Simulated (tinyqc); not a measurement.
# Gate sheet resistance from two finger widths

Inverse problem. At low frequency R = Rsh Wf/(3 L) + B/Wf, where B collects the channel and vertical terms. Find Rsh, B and the width of lowest R.

Parameters, values chosen for the exercise: channel length L = 1.1 um.

input resistance of single fingers, contacted at one end, of width 1.1 and 5.6 um (ohm): 421.44848  98.773160

Solution. R Wf is a straight line in Wf^2; the minimum of R lies where both terms are equal.

Rsh = 9.80 ohm/square
B = 460 ohm um
width of lowest R = 12.4 um

tinyqc, about 0.01 s, one thread, Intel Xeon 2.30GHz (shared host): `OMP_NUM_THREADS=1 python tinyqc.py 2262088 2262089 out.jsonl`
